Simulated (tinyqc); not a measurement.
# Worked calculation: bandgap voltage reference from two bipolar transistors

tinyqc, about 0.02 s, one thread, Intel Xeon 2.30GHz (shared host): `OMP_NUM_THREADS=1 python tinyqc.py 2062077 2062078 out.jsonl` Printed values are rounded.

Two transistors of area 1 and N carry the same current I. Is(T) = Is (T/T0)^eta exp[(Vg0 q/kB)(1/T0 - 1/T)], VBE1 = Vt ln(I/Is(T)) + I rb, VBE2 = Vt ln(I/(N Is(T))) + I rb/N. The amplifier forces I R1(T) = VBE1 - VBE2 + Vos, with R(T) = R (1 + tc (T - T0)) for both resistors, and the output is Vref = VBE1 + I R2(T). Base currents and the Early effect are neglected.

Parameters, values chosen for the exercise; values of the order met in silicon bipolar transistors:
```
symbol,value,unit,meaning
T0,300,K,reference temperature
Vg0,1.185,V,band-gap voltage extrapolated to 0 K
eta,3.6,,temperature exponent of the saturation current
Is,4.4e-18,A,saturation current of the unit transistor at T0
N,8,,area ratio of the second transistor
R1,12,kohm,"resistor across which the difference of VBE falls, at T0"
tc,0,ppm/K,temperature coefficient of both resistors
Vos,1.4,mV,offset of the amplifier
rb,68,ohm,series resistance of the unit transistor
R2,121.7,kohm,output resistor at T0
T,333,K,temperature
```

Constants: q = 1.602176634e-19 C, kB = 1.380649e-23 J/K. Results are converted to the units shown.

## Operating point at the reference temperature

Vt = kB T/q; I = (Vt ln N + Vos)/(R1(T) - rb (1 - 1/N)). Evaluate at T = T0.

Vt = 0.0258520 V
I = 4.61938 uA
Is(T) = 4.4e-18 A
VBE1 = 0.715889 V
I R2 = 0.562179 V
Vref = 1.27807 V

## Operating point at another temperature

Vt = kB T/q; I = (Vt ln N + Vos)/(R1(T) - rb (1 - 1/N)).

Vt = 0.0286957 V
I = 5.11462 uA
Is(T) = 6.01719e-16 A
VBE1 = 0.656428 V
I R2 = 0.622449 V
Vref = 1.27888 V

From T0 to T, VBE1 changes by -59.5 mV and I R2 by 60.3 mV, which leaves 0.809 mV in Vref.

## Resistor for zero slope at T0, ideal case

With tc = 0, Vos = 0 and rb = 0 the current is proportional to T, dVBE/dT = (VBE - Vg0 - (eta - 1) Vt)/T, and Vref has zero slope at T0 when Vref = Vg0 + (eta - 1) Vt0. Find VBE1, its slope, that Vref, R2/R1 and the curvature d2Vref/dT2 = -(eta - 1) kB/(q T0).

VBE1 = 0.714782 V
dVBE/dT = -1.79144 mV/K
Vref = 1.25222 V
R2/R1 = 9.99732
curvature = -0.746836 uV/K^2
